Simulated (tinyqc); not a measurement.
# Undoped gate-all-around wire MOSFET, analytic charge model: effects of single changes

An undoped round wire of radius R under an insulator shell and a surrounding gate; long channel, electrons only, n = ni exp((psi - V)/Vt) with V the quasi-Fermi potential (0 at the source, Vd at the drain), constant mobility, no quantisation. The radial Poisson equation gives n(r) = n(0)/(1 - (1 - b) r^2/R^2)^2 with b = Q0/(Q + Q0). Q is the electron charge per area of the wire surface.

Inputs (values chosen for the exercise); material values those of a made-up semiconductor: temperature T = 325 K; band gap Eg = 1.22 eV; relative permittivity of the semiconductor eps_r = 9.92; conduction-band density of states at T Nc = 2.42e19 cm^-3; valence-band density of states at T Nv = 3.63e19 cm^-3; relative permittivity of the gate insulator eox = 9.44; insulator thickness tox = 4.5 nm; wire radius R = 6 nm; gate work function less that of the intrinsic body dphi = 0.05 V; channel mobility mu = 290 cm^2/(V s); gate length L = 1 um; drain voltage Vd = 0.1 V.

Constants: q = 1.602176634e-19 C, kB = 1.380649e-23 J/K, Vt = kB T/q, eps0 = 8.8541878128e-14 F/cm where lengths are in cm. Results are converted to the units shown.

Each table varies one quantity; the others keep the values above.

## Effect of the wire radius

ni = sqrt(Nc Nv) exp(-Eg/(2 Vt)), Eg in volts; Cox = eps0 eox/(R ln(1 + tox/R)); Q0 = 4 eps0 eps_r Vt/R; V0 = dphi + Vt ln[8 eps0 eps_r Vt/(q ni R^2)]. Q solves Vg - V0 - V = Q/Cox + Vt ln(Q/Q0) + Vt ln(1 + Q/Q0). I = mu (2 pi R/L)[2 Vt (Qs - Qd) + (Qs^2 - Qd^2)/(2 Cox) + Vt Q0 ln((Qd + Q0)/(Qs + Q0))], with Qs at V = 0 and Qd at V = Vd.  I(low) is taken at Vg = 0.35 V, Qs and I(high) at Vg = 1.1 V.

Result of one run:

| R (nm) | V0 (V) | I(low) (nA) | Qs(high) (nC/cm^2) | I(high) (uA) |
|---|---|---|---|---|
| 7.7 | 0.5855 | 0.01088 | 941.3 | 1.176 |

What becomes of these results when the wire radius R is changed from 7.7 to 2 nm, all else the same?

Result of the changed run:

| R (nm) | V0 (V) | I(low) (nA) | Qs(high) (nC/cm^2) | I(high) (uA) |
|---|---|---|---|---|
| 2 | 0.6610 | 7.343e-4 | 1328 | 0.4273 |

The whole series:

| R (nm) | V0 (V) | I(low) (nA) | Qs(high) (nC/cm^2) | I(high) (uA) |
|---|---|---|---|---|
| 2 | 0.6610 | 7.343e-4 | 1328 | 0.4273 |
| 2.8 | 0.6421 | 0.001439 | 1191 | 0.5378 |
| 3.9 | 0.6236 | 0.002792 | 1086 | 0.6848 |
| 5.5 | 0.6043 | 0.005552 | 1003 | 0.8934 |
| 7.7 | 0.5855 | 0.01088 | 941.3 | 1.176 |
| 11 | 0.5655 | 0.02220 | 892.8 | 1.595 |
| 15 | 0.5481 | 0.04127 | 861.4 | 2.101 |

As R goes from 2 to 15 nm, I(low) rises from 7.34e-4 to 0.0413 nA and I(high) rises from 0.427 to 2.10 uA. On average I(low) goes as R^(2.00) and I(high) goes as R^(0.79). Below threshold the charge is proportional to the cross-section of the body; above it the insulator sets the charge. In every row the surface density at the source at the higher gate voltage passes 0.3 Nc, where Boltzmann statistics fail. For R = 2 to 5.5 nm the body is thin enough for quantum confinement, left out here, to raise the threshold.

## Transfer curve and volume inversion

I = mu (2 pi R/L)[2 Vt (Qs - Qd) + (Qs^2 - Qd^2)/(2 Cox) + Vt Q0 ln((Qd + Q0)/(Qs + Q0))], with Qs at V = 0 and Qd at V = Vd. The drop is psi(surface) - psi(centre) at the source end; C = dQs/dVg, Cg = Cox, drop = 2 Vt ln(1 + Qs/Q0); gm = dI/dVg.

Transfer curve and volume inversion:

| Vg (V) | Qs (nC/cm^2) | drop (mV) | C/Cg | I (uA) | gm/I (1/V) |
|---|---|---|---|---|---|
| 0.3 | 0.003725 | 0.001272 | 5.343e-5 | 1.109e-6 | 35.70 |
| 0.45 | 0.7768 | 0.2647 | 0.01097 | 2.329e-4 | 35.42 |
| 0.6 | 55.92 | 16.43 | 0.3900 | 0.02500 | 22.57 |
| 0.75 | 271.5 | 54.71 | 0.7058 | 0.2071 | 8.306 |
| 0.9 | 559.2 | 83.11 | 0.8189 | 0.5024 | 4.278 |
| 1.05 | 876.0 | 103.5 | 0.8721 | 0.8403 | 2.777 |
| 1.2 | 1208 | 119.0 | 0.9021 | 1.198 | 2.029 |
| 1.35 | 1548 | 131.4 | 0.9210 | 1.568 | 1.589 |
| 1.5 | 1895 | 141.7 | 0.9340 | 1.945 | 1.302 |

What does the comparison show?

The current rises from 1.11e-6 to 1.94 uA. In the first row gm/I is 35.7 1/V, within 0.01 % of 1/Vt: with no depletion charge the whole body follows the gate, and the swing is ideal. The drop between surface and centre goes from 0.0013 to 142 mV and passes Vt at Vg = 0.75 V among the rows; below that the density varies across the body by less than a factor of e (volume inversion). C reaches 0.93 of Cg in the last row. For Vg = 0.75 to 1.5 V the surface density at the source passes 0.3 Nc, where Boltzmann statistics fail. In every row the body is thin enough for quantum confinement, left out here, to raise the threshold.

## Effect of the gate work function less that of the intrinsic body

Same model as above.

Effect of the gate work function less that of the intrinsic body:

| dphi (V) | V0 (V) | I(low) (nA) | Qs(high) (nC/cm^2) | I(high) (uA) |
|---|---|---|---|---|
| -0.1 | 0.4495 | 1.337 | 1320 | 1.320 |
| -0.05 | 0.4995 | 0.2329 | 1208 | 1.198 |
| 0 | 0.5495 | 0.03934 | 1096 | 1.077 |
| 0.05 | 0.5995 | 0.006607 | 985.3 | 0.9580 |
| 0.1 | 0.6495 | 0.001109 | 876.0 | 0.8403 |
| 0.15 | 0.6995 | 1.860e-4 | 768.3 | 0.7248 |
| 0.2 | 0.7495 | 3.119e-5 | 662.5 | 0.6119 |

What does the comparison show?

As dphi goes from -0.1 to 0.2 V, I(low) falls from 1.34 to 3.12e-5 nA and I(high) falls from 1.32 to 0.612 uA. V0 rises from 0.449 to 0.749 V. In every row the surface density at the source at the higher gate voltage passes 0.3 Nc, where Boltzmann statistics fail. In every row the body is thin enough for quantum confinement, left out here, to raise the threshold.

Numbers from tinyqc (`OMP_NUM_THREADS=1 python tinyqc.py 2460004 2460005 out.jsonl`; about 0.02 s on one thread of a shared Intel Xeon 2.30GHz).
